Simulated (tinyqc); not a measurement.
Gaps across the alloy: virtual-crystal alloy in the empirical-pseudopotential method.

Empirical pseudopotential on the fcc lattice, atoms at +/- tau, tau = a (1,1,1)/8, no spin-orbit coupling. H(G,G') = c (2 pi/a)^2 |k + G|^2 delta + VS(q) cos(q.tau) + i VA(q) sin(q.tau), q = G - G', c = hbar^2/2m0; k and G in units of 2 pi/a; VS at |q|^2 = 3, 8, 11 and VA at 3, 4, 11, in rydberg, zero elsewhere. At each k the basis holds all G with |k + G|^2 up to 16; energies are counted from the fourth level at Gamma.

Virtual crystal A(1-x)B(x): a = (1 - x) a_A + x a_B. Rule linear: V = (1 - x) V_A + x V_B. Rule volume: V = [(1 - x) a_A^3 V_A + x a_B^3 V_B]/a^3, since a form factor is an atomic potential divided by the cell volume.

Constants: hbar^2/2m0 = 3.80998211 eV angstrom^2; Ry = 13.60569312 eV.

Values chosen for the exercise (classic local form factors of the size used for GaAs (A) and GaP (B), which place X and L only to a few tenths of an eV; not measured data): a = (5.648, 5.433) angstrom (lattice constants of A, B); VSA = (-0.234, 0.009, 0.059) Ry (symmetric form factors of A); VAA = (0.072, 0.049, 0.009) Ry (antisymmetric form factors of A); VSB = (-0.223, 0.029, 0.071) Ry (symmetric form factors of B); VAB = (0.118, 0.069, 0.02) Ry (antisymmetric form factors of B); rule = linear (mixing rule).

Gaps from the valence top to the fifth band at Gamma, at L = (1/2,1/2,1/2) and at the lowest of k = (f,0,0), f = 0.70, 0.75, ..., 1.00. Bowing C = 4 [(E(0) + E(1))/2 - E(1/2)].

Gaps (eV):

| x | Gamma | Delta/X | f of the minimum | L | lowest |
|---|---|---|---|---|---|
| 0.000 | 1.358 | 1.843 | 0.90 | 1.653 | Gamma |
| 0.167 | 1.611 | 1.906 | 0.90 | 1.819 | Gamma |
| 0.333 | 1.846 | 1.968 | 0.90 | 1.978 | Gamma |
| 0.500 | 2.065 | 2.025 | 0.95 | 2.132 | Delta/X |
| 0.833 | 2.458 | 2.127 | 1.00 | 2.419 | Delta/X |
| 1.000 | 2.635 | 2.175 | 1.00 | 2.553 | Delta/X |

Give the missing row, x = 0.667.

Computed row:
```
x      Gamma  Delta/X  f of the minimum      L   lowest
0.667  2.268    2.077              1.00  2.279  Delta/X
```

bowing (eV): Gamma -0.272, Delta/X -0.064, L -0.116

The lowest valley changes: Gamma to Delta/X between x = 0.333 and 0.500. From A to B the Gamma gap moves by +1.28 eV, L by +0.90 eV and Delta/X by +0.33 eV; a move of Delta/X below about 0.4 eV is within the error of such form factors, sign included. The virtual crystal holds no disorder and no bond relaxation, so its bowing comes from the non-linear dependence on the mean potential and volume alone, and it may differ from measured bowing, which is positive in these alloys, in size and even in sign; crossings move with it.

(tinyqc, `OMP_NUM_THREADS=1 python tinyqc.py 1050222 1050223 out.jsonl`, Intel(R) Xeon(R) Processor @ 2.30GHz, 1 thread, shared host, about 0.3 s.)
